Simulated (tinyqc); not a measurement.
# Gated two-dimensional channel with two bands, quantum capacitance: effects of single changes

phi is the Fermi level above the lowest band edge, in volts; Vg is counted from the gate voltage at which an empty channel would have phi = 0. The channel has no thickness; trap charge is -q Dit phi.

Inputs (values chosen for the exercise); lowest band close to that of a thin In0.53Ga0.47As body:

| symbol | value | unit | meaning |
|---|---|---|---|
| T | 77 | K | temperature |
| eox | 3.9 |  | relative permittivity of the gate insulator (close to silicon dioxide) |
| tox | 16 | nm | insulator thickness |
| md | 0.0473 | m0 | in-plane mass |
| gv | 1 |  | valley degeneracy |
| m2 | 0.063 | m0 | in-plane mass of a second band, chosen freely |
| g2 | 1 |  | valley degeneracy of that band, chosen freely |
| E2 | 0.18 | eV | second band edge above the first |
| Dit | 1.8e12 | cm^-2 eV^-1 | density of traps |
| Vg | 0.06 | V | gate voltage |

Constants: q = 1.602176634e-19 C, kB = 1.380649e-23 J/K, hbar = 1.054571817e-34 J s, m0 = 9.1093837015e-31 kg, Vt = kB T/q, eps0 = 8.8541878128e-14 F/cm where lengths are in cm. Results are converted to the units shown.

Each table varies one quantity; the others keep the values above.

## Effect of the gate voltage

D1 = gv md m0 q/(pi hbar^2), D2 = g2 m2 m0 q/(pi hbar^2) per eV; n1 = D1 Vt ln(1 + exp(phi/Vt)), n2 = D2 Vt ln(1 + exp((phi - E2)/Vt)), n = n1 + n2; Cq = q dn/dphi = q [D1/(1 + exp(-phi/Vt)) + D2/(1 + exp((E2 - phi)/Vt))]. Cox = eps0 eox/tox; Vg = phi + q (n + Dit phi)/Cox. 1/C_G = 1/Cox + 1/(Cq + q Dit); dphi/dVg = Cox/(Cox + Cq + q Dit).

The same in every row: Cox (uF/cm^2) = 0.2158.

Results:
```
Vg (V)   phi (V)  n (cm^-2)  Cq (uF/cm^2)  C_G (uF/cm^2)  dphi/dVg  share of the second band (%)
-0.2    -0.08561    3.270e5      7.895e-6         0.1234    0.4280                     2.204e-10
-0.04   -0.01933    6.937e9        0.1632         0.1460    0.3234                     2.263e-10
0.11    0.003958   1.357e11         2.041         0.1975   0.08478                     3.865e-10
0.27     0.01534   3.154e11         2.880         0.2021   0.06377                     9.242e-10
0.42     0.02456   4.885e11         3.089         0.2029   0.06006                      2.396e-9
0.58     0.03408   6.741e11         3.147         0.2031   0.05911                      7.284e-9
0.89     0.05234   1.034e12         3.165         0.2031   0.05883                      7.443e-8
1.04     0.06116   1.208e12         3.165         0.2031   0.05881                      2.408e-7
1.2      0.07057   1.394e12         3.166         0.2031   0.05881                      8.617e-7
```

Estimate the missing row, Vg = 0.73 V.

Computed row:
```
Vg (V)  phi (V)  n (cm^-2)  Cq (uF/cm^2)  C_G (uF/cm^2)  dphi/dVg  share of the second band (%)
0.73    0.04292   8.483e11         3.161         0.2031   0.05889                      2.195e-8
```

With this row back in the table: As Vg goes from -0.2 to 1.2, Cq rises from 7.89e-6 to 3.17 uF/cm^2, C_G/Cox rises from 0.572 to 0.941 and n rises from 3.27e5 to 1.39e12 cm^-2. Cq is below Cox for Vg = -0.2, -0.04; there the density of states limits the response dn/dVg more than the insulator does.

## Effect of the insulator thickness

Same model as above.

Effect of the insulator thickness:
```
tox (nm)    phi (V)  n (cm^-2)  Cq (uF/cm^2)  Cox (uF/cm^2)  C_G (uF/cm^2)  dphi/dVg  share of the second band (%)
0.5         0.03999   7.905e11         3.158          6.906          2.299    0.6671                      1.515e-8
0.9         0.03155   6.245e11         3.139          3.837          1.810    0.5282                      5.374e-9
1.6         0.02296   4.577e11         3.069          2.158          1.314    0.3913                      2.008e-9
2.9         0.01493   3.081e11         2.864          1.191         0.8643    0.2742                     8.896e-10
5.2        0.008410   1.987e11         2.470         0.6641         0.5352    0.1940                     5.165e-10
9.3        0.003176   1.260e11         1.955         0.3713         0.3186    0.1420                     3.702e-10
17        -0.001184   7.970e10         1.442         0.2031         0.1818    0.1051                     3.033e-10
30        -0.004432   5.427e10         1.073         0.1151         0.1061   0.07796                     2.730e-10
```

As tox goes from 0.5 to 30, Cq falls from 3.16 to 1.07 uF/cm^2, C_G/Cox rises from 0.333 to 0.922 and n falls from 7.90e11 to 5.43e10 cm^-2. Cq is below Cox for tox = 0.5, 0.9; there the density of states limits the response dn/dVg more than the insulator does. With the insulator thinned by a factor of 60.0, the charge grows only by 14.6 while Cox grows by 60.0.

Program tinyqc, `OMP_NUM_THREADS=1 python tinyqc.py 2200062 2200063 out.jsonl`; Intel Xeon 2.30GHz, shared host, one thread, about 0.01 s.
